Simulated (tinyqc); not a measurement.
Where the concentration falls to given levels: concentration-dependent dopant diffusion with charged defects and the built-in field. Computed by tinyqc, a small Python program. Command: `OMP_NUM_THREADS=1 python tinyqc.py 3028903 3028904 out.jsonl extrinsic walk`. One thread of a shared host (Intel(R) Xeon(R) Processor @ 2.30GHz), about 0.06 s of CPU time with the checks.

A constant source C_s feeds a half space. The dopant moves through neutral point defects and through charged ones, whose number grows with the majority carrier density n.

Inputs (values chosen for the exercise, modelled on arsenic in silicon):
```
quantity,value,unit
neutral prefactor D0x,0.0124,cm^2/s
neutral activation energy E0,3.45,eV
singly charged prefactor D01,32,cm^2/s
activation energy E1,4.14,eV
surface concentration C_s,2e+18,1/cm^3
temperature T,1150,C
time t,1200,s
```

Field enhancement: off.

Constants: k_B = 8.617333262e-05 eV/K.

Method:
- n_i = 3.87e16 T^1.5 exp(-7014/T) per cm^3 (T in kelvin, an empirical form); each D = prefactor x exp(-E/(k_B T)); the intrinsic diffusivity D_i is their sum.
- Temperatures in kelvin are T(C) + 273.15.
- n = C/2 + sqrt(C^2/4 + n_i^2); D(C) = h [Dx + D1 (n/n_i)], h = 1.
- With y = x/sqrt(D_s t), u = C/C_s and q = -(D/D_s) du/dy: du/dy = -q D_s/D, dq/dy = -(y/2) q D_s/D, u(0) = 1. The surface flux q(0) is shot so that u tends to 0 (LSODA, an adaptive multistep solver, relative tolerance 1e-10). Dose Q = 2 q(0) C_s sqrt(D_s t).
- For comparison, erfc profiles with a constant D: x = 2 sqrt(D t) erfc^-1(C/C_s), with D = D_i and D = D_s.

partial diffusivities (cm^2/s): Dx 7.51609e-15, D1 6.98610e-14

n_i = 1.50371e+19 1/cm^3

surface diffusivity D_s = 8.21773e-14 cm^2/s

intrinsic diffusivity D_i = 7.73771e-14 cm^2/s

Depth (nm):
```
C/C_s,D/D_s,full,erfc with D_i,erfc with D_s
8.00e-01,0.98802,35.76,34.52,35.58
5.00e-01,0.97032,94.39,91.92,94.72
2.00e-01,0.95297,177.64,174.64,179.98
1.00e-01,0.94726,227.06,224.15,231.00
3.00e-02,0.94328,298.31,295.73,304.76
1.00e-02,0.94215,353.33,351.02,361.74
1.00e-03,0.94164,450.32,448.41,462.11
1.00e-04,0.94159,531.83,530.18,546.38
```

The depth between C/C_s = 0.1 and 1e-4 spans 305 nm in the full profile, against 306 nm for D_i and 315 nm for D_s; the ratio of the depths at 1e-4 and at 0.5 is 5.63, against 5.77 for any erfc. The profile stays close to an erfc.
